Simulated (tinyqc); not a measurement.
Surface potential of a MOS transistor: implicit equation and explicit approximations: effect of the insulator thickness at fixed gate voltage.

p-type body, charge-sheet picture, depletion and inversion only, full ionisation (an idealisation for deep acceptors), Boltzmann statistics (rough once Na exp(x - xn) passes about Nc/7). In units of Vt: xg = (Vg - Vfb)/Vt, x = psi/Vt, G = gamma/sqrt(Vt), xn = (2 phiF + Vc)/Vt. The implicit equation is (xg - x)^2 = G^2 [x - 1 + exp(x - xn)] for x above about 3. Cox = eps0 eox/tox.

ni = sqrt(Nc Nv) exp(-Eg/(2 Vt)), Eg in volts; phiF = Vt ln(Na/ni); gamma = sqrt(2 q eps0 eps_r Na)/Cox; VT = Vfb + Vt (xn + G sqrt(xn - 1)). Depletion value a = 1 + [sqrt(G^2/4 + xg - 1) - G/2]^2; inversion value b = xn + ln[(xg - xn)^2/G^2 - xn + 1] and first guess y = min(a, b) - ln(1 + exp(-|a - b|)) if a > xn + 1, else b = y = a; one second-order correction with D = exp(y - xn), p = 2 (xg - y) + G^2 (1 + D), w = (xg - y)^2 - G^2 (y - 1 + D): z = y + 2 w/(p + sqrt(p^2 - 2 (2 - G^2 D) w)), or the Newton step z = y + w/p where the root is not real. N_inv = (Cox Vt G/q) [sqrt(x - 1 + exp(x - xn)) - sqrt(x - 1)] at the root. Lambert form (Cox m Vt/q) W0[(G/(2 m sqrt(xn - 1))) exp((Vg - VT)/(m Vt))], m = 1 + G/(2 sqrt(xn - 1)). Errors under 1e-4 mV, and the linear form below VT, are printed as 0.

Inputs (values chosen for the exercise); band and dielectric values close to those of silicon:

| symbol | value | unit | meaning |
|---|---|---|---|
| T | 350 | K | temperature |
| Eg | 1.12 | eV | band gap |
| eps_r | 11.8 |  | relative permittivity |
| Nc | 3.48e19 | cm^-3 | conduction-band density of states at T |
| Nv | 3.33e19 | cm^-3 | valence-band density of states at T |
| eox | 3.9 |  | relative permittivity of the gate insulator (close to silicon dioxide) |
| Na | 3.8e16 | cm^-3 | acceptor density |
| Vfb | -0.36 | V | flat-band voltage |
| Vc | 0.2 | V | channel-body voltage |
| Vg | 1.06 | V | gate-body voltage |

Constants: q = 1.602176634e-19 C, kB = 1.380649e-23 J/K, Vt = kB T/q, eps0 = 8.8541878128e-14 F/cm where lengths are in cm. Results are converted to the units shown.

Effect of the insulator thickness at fixed gate voltage:
```
tox (nm)  psi (V)  x - xn  error of y (mV)  error of z (mV)  N_inv (cm^-2)  Cox (Vg - VT)/q (cm^-2)  Lambert form (cm^-2)
0.6         1.169   8.593             42.9             18.9       8.260e12                 1.766e13              1.021e13
0.82        1.154   8.083             39.4             16.4       6.252e12                 1.275e13              7.520e12
1.1         1.139   7.596             36.4             14.3       4.763e12                 9.333e12              5.597e12
1.5         1.123   7.073             33.3             12.3       3.527e12                 6.668e12              4.053e12
2.1         1.106   6.492             30.3             10.4       2.495e12                 4.574e12              2.806e12
2.9         1.088   5.917             27.7             8.85       1.740e12                 3.130e12              1.921e12
3.9         1.072   5.363             25.8             7.73       1.206e12                 2.158e12              1.312e12
5.4         1.052   4.705             24.2             6.83       7.577e11                 1.375e12              8.126e11
```

As tox goes from 0.6 to 5.4, psi falls from 1.17 to 1.05 V, x - xn falls from 8.59 to 4.71 and N_inv falls from 8.26e12 to 7.58e11 cm^-2. The Lambert form lies between 1.07 and 1.24 times N_inv. For tox = 0.6, 0.82, 1.1, 1.5, 2.1, 2.9, 3.9 the electron quasi-Fermi level lies less than 2 Vt below the band edge at the surface, or above it, where degeneracy and confinement, left out, matter.

Numbers from tinyqc (`OMP_NUM_THREADS=1 python tinyqc.py 2122173 2122174 out.jsonl`; about 0.01 s on one thread of a shared Intel Xeon 2.30GHz).
